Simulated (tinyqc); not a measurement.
Interface roughness in a thin film (subband fluctuation and scattering): sweeps and comparisons. A value that a table varies takes the place of the one given here.

Square well of width t, barriers V0, c = hbar^2/2m0: E1 solves k t + 2 atan[(k/mz)/(kappa/mb)] = pi, k = sqrt(mz E/c), kappa = sqrt(mb (V0 - E)/c). One interface is rough, so the subband edge fluctuates by G dt with G = |dE1/dt| (central difference of 0.01 angstrom; 2 E1/t for hard walls).

Gaussian roughness spectrum S(q) = pi D^2 Lc^2 exp(-q^2 Lc^2/4). Degenerate gas, taken to fill one subband (the second starts to fill once c kF^2/md exceeds E2 - E1, which is not tested here): kF = sqrt(2 pi Ns/gv), q = 2 kF sin(theta/2), 1/tau = (md/(2 pi c hbar)) G^2 times the integral from 0 to pi of S(q)(1 - cos theta)/eps(q)^2 dtheta, eps(q) = 1 + qs/q with screening (qs = gv md q0/(c eps), q0 = e^2/(4 pi eps0), form factors left out, which overstates the screening; other scattering is left out too, so these values lie far above measured mobilities in all but the thinnest films) or 1 without; mobility = tau c2/md with c2 = e/m0 = 1.75882e15 cm^2/(V s^2); 1e12/cm^2 = 1e-4/angstrom^2.

Constants: hbar^2/2m0 = 3.80998211 eV angstrom^2; hbar = 6.58211957e-16 eV s; e^2/(4 pi eps0) = 14.39964547 eV angstrom.

Parameters, chosen for this exercise (near those of a thin InGaAs channel; the results hold for these values, not for the real material):
```
symbol  value                         unit         meaning
mz      0.045                         m0           confinement mass
V0      2.11                          eV           barrier
mb      0.24                          m0           barrier mass
md      0.046                         m0           mass in the plane
gv      1                                          valleys
D       2.5                           angstrom     rms height of the roughness
Lc      52                            angstrom     correlation length
Ns      0.58                          x 1e12/cm^2  sheet density
eps     11.3                                       mean dielectric constant at the channel
ts      (23, 29, 36, 42, 52, 67, 88)  angstrom     thicknesses
t       42                            angstrom     film thickness
Ll      (5, 10, 16, 25, 40, 65, 100)  angstrom     correlation lengths
```

## The sixth-power law

Screened mobility against thickness for the finite barrier and for hard walls.

Results:
```
t (angstrom)  E1 (meV)  G (meV/angstrom)  mobility (cm^2/(V s))  the same, hard walls
23               366.6            17.727               1.17e+03                  19.5
29               280.9            11.483               2.79e+03                  78.4
36               215.8             7.519               6.51e+03                   287
42               177.2             5.501               1.22e+04                   723
52               133.1             3.515               2.98e+04              2.60e+03
67                93.0             2.019               9.02e+04              1.19e+04
88                61.8             1.082               3.14e+05              6.12e+04
```

With hard walls G goes as 1/t^3 and the mobility as t^6. With the finite barrier the local exponent is 3.75 at the thin end and 4.58 at the thick end, since the envelope leaks out and softens the dependence. The least value is 1.17e+03 cm^2/(V s). The gate field, which also presses carriers to the interface, is left out. Up to t = 36 angstrom G D exceeds half of EF - E1, where the Born rate fails.

## Correlation length

Fixed D; bare and screened mobility.

Results:
```
Lc (angstrom)  kF Lc  bare mobility (cm^2/(V s))  screened mobility (cm^2/(V s))
5               0.10                    2.83e+05                        6.25e+05
10              0.19                    7.21e+04                        1.60e+05
16              0.31                    2.94e+04                        6.52e+04
25              0.48                    1.33e+04                        2.97e+04
40              0.76                    6.72e+03                        1.52e+04
65              1.24                    4.85e+03                        1.16e+04
100             1.91                    6.44e+03                        1.81e+04
```

The bare mobility is lowest at Lc = 65 angstrom of those listed (kF Lc = 1.24). The screened mobility is lowest at Lc = 65 angstrom of those listed (kF Lc = 1.24). Short roughness averages out (mobility as 1/Lc^2; the first two rows give exponent -1.97), and long roughness deflects only by small angles (bare mobility rising as Lc; the last two rows give 0.66).

## What each parameter does

G, G D, and the screened mobility. Each row changes one parameter from the base and keeps the others.

Results:
```
case                    G (meV/angstrom)  G D (meV)  mobility (cm^2/(V s))
base                               5.501      13.75              1.216e+04
t = 38 angstrom                    6.745      16.86                   8087
D = 3.25 angstrom                  5.501      17.88                   7195
Lc = 60 angstrom                   5.501      13.75              1.157e+04
Ns = 0.928 x 1e12/cm^2             5.501      13.75              1.601e+04
mz = 0.052 m0                      5.390      13.47              1.267e+04
md = 0.053 m0                      5.501      13.75              1.010e+04
V0 = 1.48 eV                       4.626      11.56              1.719e+04
eps = 13.6                         5.501      13.75              1.083e+04
```

The largest shifts from the base row, up to three for each result and ties (the steps differ in size, so this ranks the rows, not the parameters). G (meV/angstrom): t +1.244, V0 -0.875, mz -0.111; unchanged at the printed digits by D, Lc, Ns, md and eps. G D (meV): D +4.13, t +3.11, V0 -2.19; unchanged at the printed digits by Lc, Ns, md and eps. mobility (cm^2/(V s)): V0 +5.03e+03, D -4.96e+03, t -4.07e+03. In the base case G D is 0.46 times EF - E1 = 30.2 meV.

tinyqc: `OMP_NUM_THREADS=1 python tinyqc.py 1281952 1281953 out.jsonl`; about 0.01 s, one thread, shared Intel(R) Xeon(R) Processor @ 2.30GHz.
